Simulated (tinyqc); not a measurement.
From results back to parameters: linear model of a band gap against the share of exact exchange. Three cases, with inputs chosen for the exercise.

Problem. Gap and optical dielectric constant were computed at two shares alpha. They follow E = E0 + S alpha and eps = 1 + (e0 - 1)(EP/(EP + S alpha))^2.

Find: S; E0; EP; e0.

Method. The two gaps give S and E0. With q = sqrt((eps1 - 1)/(eps2 - 1)) = (EP + S alpha2)/(EP + S alpha1), EP = S (alpha2 - q alpha1)/(q - 1); e0 follows from either eps.

Case 1.

Values chosen (out of a larger set: of the order of those of MgO; not measured data): al12 = (0.1, 0.25) (two shares of exact exchange).

gaps (eV): 5.58900  7.04250

eps: 3.163758  2.945872

Solution.

S = 9.69 eV
E0 = 4.62 eV
EP = 25.7 eV
e0 = 3.33

Case 2.

Values chosen (out of a larger set: of the order of those of Ge; not measured data): al12 = (0.15, 0.4) (two shares of exact exchange).

gaps (eV): 0.80900  2.02400

eps: 14.405526  11.329769

Solution.

S = 4.86 eV
E0 = 0.08 eV
EP = 8.0 eV
e0 = 16.96

Case 3.

Values chosen (out of a larger set: of the order of those of MgO; not measured data): al12 = (0.15, 0.4) (two shares of exact exchange).

gaps (eV): 6.13600  8.44600

eps: 2.975127  2.692578

Solution.

S = 9.24 eV
E0 = 4.75 eV
EP = 27.4 eV
e0 = 3.18

Computed by tinyqc, one run a case: `OMP_NUM_THREADS=1 python tinyqc.py N N+1 out.jsonl` with N = 1880908, 1880910, 1880942; one thread of a shared Intel(R) Xeon(R) Processor @ 2.30GHz, about 0.01 s a run at most.
